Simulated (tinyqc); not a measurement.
Resistance of a source-drain extension with a graded tip: one step of the calculation.

y runs along the channel, the gate covers y > 0. The doping is N0 for y < y0 and N0 10^(-(y - y0)/la) beyond, uniform over the depth xj. Sheet conductance s(y) = q mu(N) max(N - Nch, 0) xj + (for y > 0) ma Cox Vo, with mu(N) = u0 + (u1 - u0)/(1 + (N/Nr)^au) and Cox = eps0 eox/tox. Current is taken as one-dimensional; depletion of the tip, spreading and the contact are left out. The metallurgical junction lies at yj, where N = Nch.

Question. Resistance of the overlapped part. Midpoint rule on 12 equal steps from 0 to yj: R_ov = sum h/s(y), per width.

Values chosen for this exercise; mobility law close to that of electrons in silicon: relative permittivity of the gate insulator (close to zirconium oxide) eox = 24.8; insulator thickness tox = 9.6 nm; active doping of the extension far from the gate N0 = 2e20 cm^-3; lateral abruptness la = 2.1 nm/decade; position under the gate where the fall begins (gate edge at 0) y0 = 0.7 nm; depth of the extension xj = 20 nm; channel doping Nch = 1.2e18 cm^-3; gate overdrive Vo = 0.74 V; mobility of the gate-induced layer ma = 190 cm^2/(V s); mobility at low doping u1 = 1414 cm^2/(V s); mobility at high doping u0 = 68.5 cm^2/(V s); reference doping Nr = 9.2e16 cm^-3; exponent au = 0.711.

Constants: q = 1.602176634e-19 C, eps0 = 8.8541878128e-14 F/cm where lengths are in cm. Results are converted to the units shown.

Wanted: y; N; doped conductance; sheet resistance; R_ov.

Answer.

y, point 0 to 11 (nm): [0.2236, 0.6707, 1.118, 1.565, 2.012, 2.459, 2.907, 3.354, 3.801, 4.248, 4.695, 5.142]
N, point 0 to 11 (cm^-3): [2.000e20, 2.000e20, 1.265e20, 7.746e19, 4.744e19, 2.906e19, 1.780e19, 1.090e19, 6.675e18, 4.088e18, 2.504e18, 1.533e18]
doped conductance, point 0 to 11 (uS): [4725, 4725, 3065, 1945, 1247, 808.8, 529.7, 348.6, 227.3, 142.0, 77.60, 24.45]
sheet resistance, point 0 to 11 (ohm/square): [198.1, 198.1, 295.3, 441.1, 637.4, 884.7, 1175, 1492, 1822, 2157, 2505, 2890]
R_ov = 6.571 ohm um

Program tinyqc, `OMP_NUM_THREADS=1 python tinyqc.py 2282185 2282186 out.jsonl`; Intel Xeon 2.30GHz, shared host, one thread, about 0.03 s.
